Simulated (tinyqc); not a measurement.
Inside a calculation. Method: extended Hueckel theory, for H6-. The parameters take no account of the charge, which enters only through the electron count, and nothing here shows that the anion is bound. One step of it, computed by the program tinyqc.

Problem. Wolfsberg-Helmholz matrix. H_ij = K' S_ij (H_ii + H_jj)/2 for i != j (the diagonal keeps H_ii), with K' = K + D^2 + D^4 (1 - K), D = (H_ii - H_jj)/(H_ii + H_jj), K = 1.75.

overlap S, lower triangle:
```
,1H 1s,2H 1s,3H 1s,4H 1s,5H 1s,6H 1s
1H 1s,1.000000
2H 1s,0.560167,1.000000
3H 1s,0.102045,0.385120,1.000000
4H 1s,0.021878,0.102045,0.560167,1.000000
5H 1s,0.002170,0.012425,0.102045,0.385120,1.000000
6H 1s,0.000319,0.002175,0.021920,0.102220,0.560820,1.000000
```

diagonal H_ii (eV): 1H 1s -13.600000, 2H 1s -13.600000, 3H 1s -13.600000, 4H 1s -13.600000, 5H 1s -13.600000, 6H 1s -13.600000

K = 1.750000

Give: H.

Solution.

H (eV), lower triangle:
```
,1H 1s,2H 1s,3H 1s,4H 1s,5H 1s,6H 1s
1H 1s,-13.600
2H 1s,-13.332,-13.600
3H 1s,-2.429,-9.166,-13.600
4H 1s,-0.521,-2.429,-13.332,-13.600
5H 1s,-0.052,-0.296,-2.429,-9.166,-13.600
6H 1s,-0.008,-0.052,-0.522,-2.433,-13.348,-13.600
```
